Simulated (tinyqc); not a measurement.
# Ideality, saturation current and resistance from three points

Inverse problem. Well above the saturation current a diode obeys V = n Vt ln(I/I0) + I Rs. Find n, Rs and I0.

Inputs (values chosen for the exercise): temperature T = 450 K.

Constants: q = 1.602176634e-19 C, kB = 1.380649e-23 J/K, Vt = kB T/q. Results are converted to the units shown.

currents (A): 9e-6  0.0002  0.04
voltages (V): 0.68497731  0.88828900  1.2526273

Solution. V is linear in the three unknowns n Vt, Rs and -n Vt ln I0, so three points give a linear system.

n = 1.69
Rs = 0.430 ohm
I0 = 2.60e-10 A

Computed by the program tinyqc: `OMP_NUM_THREADS=1 python tinyqc.py 2260020 2260021 out.jsonl`, one thread of a shared Intel Xeon 2.30GHz, about 0.01 s for the whole run.
